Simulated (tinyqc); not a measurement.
Worked calculation: Hueckel theory of the pi electrons with the omega technique, for the molecule Nc1cccc(=O)cc1 (SMILES; centres numbered as the heavy atoms are written). One step of it, computed by the program tinyqc.

Problem. Omega technique, round 1. h_r = h_r(0) + omega q_r, omega = 1, with q_r = z_r - P_rr.

Hueckel matrix in units of beta (H = alpha + beta A), lower triangle:
```
          1N        2C        3C        4C        5C        6C        7O        8C
1N  1.500000
2C  0.800000  0.000000
3C  0.000000  1.000000  0.000000
4C  0.000000  0.000000  1.000000  0.000000
5C  0.000000  0.000000  0.000000  1.000000  0.000000
6C  0.000000  0.000000  0.000000  0.000000  1.000000  0.000000
7O  0.000000  0.000000  0.000000  0.000000  0.000000  1.000000  1.000000
8C  0.000000  0.000000  0.000000  0.000000  0.000000  1.000000  0.000000  0.000000
9C  0.000000  1.000000  0.000000  0.000000  0.000000  0.000000  0.000000  1.000000

          9C
9C  0.000000
```

charge and bond-order matrix P, lower triangle:
```
           1N         2C         3C         4C         5C        6C         7O        8C
1N   1.888687
2C   0.346581   0.857693
3C  -0.174289   0.639563   0.962203
4C  -0.096365   0.120887   0.628474   0.893611
5C   0.126452  -0.263946   0.052295   0.684589   0.967507
6C   0.074886  -0.165366  -0.207831   0.126192   0.562828  0.842826
7O  -0.050055   0.124892   0.166145  -0.166578  -0.206531  0.522875   1.743838
8C  -0.096361   0.110992  -0.257614  -0.163014   0.208041  0.527906  -0.171607  0.926252
9C  -0.130634   0.557714   0.155809  -0.175765  -0.197936  0.119860  -0.166575  0.727051

          9C
9C  0.917384
```

Centres:
```
centre  z_r, pi electrons of the neutral centre         h
1N                                            2  1.500000
2C                                            1  0.000000
3C                                            1  0.000000
4C                                            1  0.000000
5C                                            1  0.000000
6C                                            1  0.000000
7O                                            1  1.000000
8C                                            1  0.000000
9C                                            1  0.000000
```

Give: matrix after round 1.

Solution.

matrix after round 1, lower triangle:
```
       1N     2C     3C     4C     5C     6C     7O     8C
1N  1.611
2C  0.800  0.142
3C  0.000  1.000  0.038
4C  0.000  0.000  1.000  0.106
5C  0.000  0.000  0.000  1.000  0.032
6C  0.000  0.000  0.000  0.000  1.000  0.157
7O  0.000  0.000  0.000  0.000  0.000  1.000  0.256
8C  0.000  0.000  0.000  0.000  0.000  1.000  0.000  0.074
9C  0.000  1.000  0.000  0.000  0.000  0.000  0.000  1.000

       9C
9C  0.083
```
